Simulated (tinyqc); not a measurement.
Jacobi rotations on a symmetric matrix, step by step. Computed by tinyqc, a small Python program that keeps every step. Settings: method = jacobi. Command: `OMP_NUM_THREADS=1 python tinyqc.py 23993 23994 out.jsonl` (the two numbers bound the seeds that draw the settings). One thread of a shared host (Intel(R) Xeon(R) Processor @ 2.60GHz), about 0.01 s of CPU time with the checks.

## Jacobi rotation 1

A:
```
,1,2,3,4,5,6
1,0.416000,0.667000,-0.335000,0.399000,-0.192000,-0.061000
2,0.667000,0.576000,0.044000,-0.742000,-0.565000,0.064000
3,-0.335000,0.044000,0.858000,0.947000,-0.560000,0.166000
4,0.399000,-0.742000,0.947000,0.988000,0.030000,0.610000
5,-0.192000,-0.565000,-0.560000,0.030000,1.462000,-0.809000
6,-0.061000,0.064000,0.166000,0.610000,-0.809000,1.689000
```

Take the largest off-diagonal element A_pq; tan 2 theta = 2 A_pq / (A_qq - A_pp) with |theta| <= pi/4; A' = J^T A J with J_pp = J_qq = cos, J_pq = sin, J_qp = -sin.

p, q, theta (rad): 3.000000  4.000000  0.751133

A':
```
,1,2,3,4,5,6
1,0.416000,0.667000,-0.517161,0.063009,-0.192000,-0.061000
2,0.667000,0.576000,0.538551,-0.512311,-0.565000,0.064000
3,-0.517161,0.538551,-0.026228,0.000000,-0.429787,-0.294973
4,0.063009,-0.512311,0.000000,1.872228,-0.360254,0.559148
5,-0.192000,-0.565000,-0.429787,-0.360254,1.462000,-0.809000
6,-0.061000,0.064000,-0.294973,0.559148,-0.809000,1.689000
```

## Jacobi rotation 2

As before.

p, q, theta (rad): 5.000000  6.000000  -0.715705

A':
```
,1,2,3,4,5,6
1,0.416000,0.667000,-0.517161,0.063009,-0.184914,0.079948
2,0.667000,0.576000,0.538551,-0.512311,-0.384373,0.419021
3,-0.517161,0.538551,-0.026228,0.000000,-0.517877,0.059409
4,0.063009,-0.512311,0.000000,1.872228,0.095026,0.658331
5,-0.184914,-0.384373,-0.517877,0.095026,0.758577,0.000000
6,0.079948,0.419021,0.059409,0.658331,0.000000,2.392423
```

## Jacobi rotation 3

As before.

p, q, theta (rad): 1.000000  2.000000  0.725713

A':
```
,1,2,3,4,5,6
1,-0.175780,0.000000,-0.744270,0.387137,0.116776,-0.218288
2,0.000000,1.167780,0.059626,-0.341405,-0.410243,0.366498
3,-0.744270,0.059626,-0.026228,0.000000,-0.517877,0.059409
4,0.387137,-0.341405,0.000000,1.872228,0.095026,0.658331
5,0.116776,-0.410243,-0.517877,0.095026,0.758577,0.000000
6,-0.218288,0.366498,0.059409,0.658331,0.000000,2.392423
```

## All rotations

The off-diagonal norm falls at every rotation.

Rotations:
```
step,p,q,theta,off-diagonal norm
1,3,4,0.751133,2.45e+00
2,5,6,-0.715705,2.17e+00
3,1,2,0.725713,1.95e+00
4,1,3,-0.735332,1.64e+00
5,4,6,0.597267,1.35e+00
6,2,4,-0.656910,1.16e+00
7,3,5,-0.725370,9.62e-01
8,4,5,-0.463252,7.55e-01
9,2,3,0.416337,6.20e-01
10,1,5,-0.146169,4.86e-01
11,1,2,0.136961,3.26e-01
...,...,...,...,...
34,3,4,0.000028,2.60e-05
35,3,5,-0.000016,1.40e-05
36,2,4,0.000006,1.04e-05
37,4,6,-0.000007,5.87e-06
38,5,6,2.17e-06,2.38e-06
39,1,5,8.01e-07,5.88e-07
40,1,2,-2.03e-07,2.86e-07
41,3,6,-7.26e-08,5.01e-08
42,4,5,-2.76e-08,3.52e-08
43,1,4,-7.91e-09,1.23e-08
44,2,5,3.53e-08,5.57e-10
```

eigenvalues: -0.934756  0.104231  0.855093  1.100960  2.013987  2.849485
